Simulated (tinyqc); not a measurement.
Worked calculation: Tersoff bond-order potential. Computed by tinyqc, a small Python program that keeps every step. Command: `OMP_NUM_THREADS=1 python tinyqc.py 3030929 3030930 out.jsonl tersoff walk`. One thread of a shared host (Intel(R) Xeon(R) Processor @ 2.30GHz), about 0.01 s of CPU time with the checks. Intermediate numbers are printed to about 7 digits and carried at full precision; extremes and crossings named in words are read from the listed rows.

E = (1/2) sum_(i, j != i) [A exp(-lambda r_ij) - b_ij B exp(-mu r_ij)], b_ij = (1 + (beta zeta_ij)^n)^(-1/(2n)), zeta_ij = sum_(k != i, j) g(theta_ijk), g = 1 + c^2/d^2 - c^2/(d^2 + (h - cos theta)^2), with theta at atom i. Only nearest neighbours count (cut-off function 1 for them, 0 beyond).

Inputs (values chosen for the exercise, modelled on silicon):

| quantity | value | unit |
|---|---|---|
| A | 1795.2 | eV |
| B | 473.57 | eV |
| lambda | 2.4799 | 1/angstrom |
| mu | 1.7322 | 1/angstrom |
| beta | 1.17e-06 | - |
| n | 0.7986 | - |
| c | 102100 | - |
| d | 16.19 | - |
| h | -0.6032 | - |
| bond length r_12 | 2.23 | angstrom |
| bond length r_13 | 2.38 | angstrom |
| angle theta at atom 1 | 136 | degrees |

Constants: 1 eV/angstrom^3 = 160.2176634 GPa.

## An open trimer

Atom 1 binds atoms 2 and 3, which do not interact. b_12 = b_13 follow from zeta = g(theta); b_21 = b_31 = 1. E = sum over the two bonds of A exp(-lambda r) - (b + 1)/2 B exp(-mu r).

g(theta) = 2047.463

bond order b_12 = 0.9949767

repulsive terms (eV): 7.118484  4.907230

attractive terms B exp(-mu r) (eV): 9.949216  7.672663

energy of the trimer = -5.551905 eV

g is least (g = 1) at cos theta = h, 127.1 degrees, wider than the tetrahedral 109.47.

## The diamond lattice

zeta = 3 g(cos theta = -1/3). With z equal bonds of order b, r = ln(lambda A/(mu b B))/(lambda - mu) and E per atom = -(z/2) b B exp(-mu r)(1 - mu/lambda). a0 = 4 r/sqrt3; B0 = phi''(r)/(3 a0) with phi'' = mu (lambda - mu) b B exp(-mu r), since b does not change under uniform scaling.

zeta = 33143.81

bond order b = 0.9559426

bond length = 2.322396 angstrom

energy per atom of the diamond lattice = -4.886927 eV

lattice constant a0 = 5.363343 angstrom

bulk modulus B0 = 104.5181 GPa

## Elastic constants of the diamond lattice

Second derivatives of the energy per atom, volume V = a0^3/8: e_xx gives C11; e_xx = -e_yy gives 2 (C11 - C12); e_xy = e_yx = s/2 with a sublattice shift u_z gives C44 = (E_ss - E_su^2/E_uu)/V and Kleinman's parameter |E_su/E_uu|/(a0/4).

C11 = 155.1649 GPa

C12 = 79.19471 GPa

C44 = 77.94169 GPa

Kleinman's parameter = 0.6549106

## Unrelaxed vacancy

Each of the four neighbours loses one bond; its three other bonds now have zeta = 2 g, for the direction that starts at it. E_v = -E + 12 x (1/2)(b(3g) - b(2g)) B exp(-mu r), where -E is the pair-like cost.

b(2g) = 0.9676207

unrelaxed vacancy energy E_v = 4.292900 eV

Stronger back bonds return 0.594 eV, so E_v is 88 % of the cohesive energy.

## Energy against coordination

Angles seen from one bond (cos theta: count): chain -1: 1; graphitic -1/2: 2; diamond -1/3: 3; square net 0: 2, -1: 1; simple cubic 0: 4, -1: 1; bcc 1/3: 3, -1/3: 3, -1: 1; fcc 1/2: 4, 0: 2, -1/2: 4, -1: 1.

Relaxed structures:

| structure | z | zeta | b | r (angstrom) | E per atom (eV) | E per bond (eV) |
|---|---|---|---|---|---|---|
| dimer | 1 | 0 | 1.000000 | 2.262134 | -1.418658 | -2.837317 |
| chain | 2 | 23876.2 | 0.965645 | 2.308889 | -2.526692 | -2.526692 |
| graphitic | 3 | 3233.7 | 0.992785 | 2.271820 | -4.154973 | -2.769982 |
| diamond | 4 | 33143.8 | 0.955943 | 2.322396 | -4.886927 | -2.443464 |
| square net | 4 | 134137.2 | 0.879385 | 2.434039 | -3.705065 | -1.852532 |
| simple cubic | 6 | 244398.3 | 0.821877 | 2.524491 | -4.440883 | -1.480294 |
| bcc | 8 | 454929.5 | 0.743812 | 2.657970 | -4.252554 | -1.063138 |
| fcc | 12 | 875834.5 | 0.643964 | 2.850756 | -3.954660 | -0.659110 |

The lowest are diamond, simple cubic and bcc, the first two 0.446 eV apart. The bond order falls from 1 to 0.644 and the bond weakens from -2.84 to -0.66 eV, as b^(lambda/(lambda - mu)) with exponent 3.32. With the same z = 4 the square net lies 1.18 eV above diamond, from its angles alone. Caution: in bcc and other dense structures second neighbours can fall inside the usual cut-off; they are left out here.

Checks made by the program: (C11 + 2 C12)/3 against B0 (relative difference 1e-08).
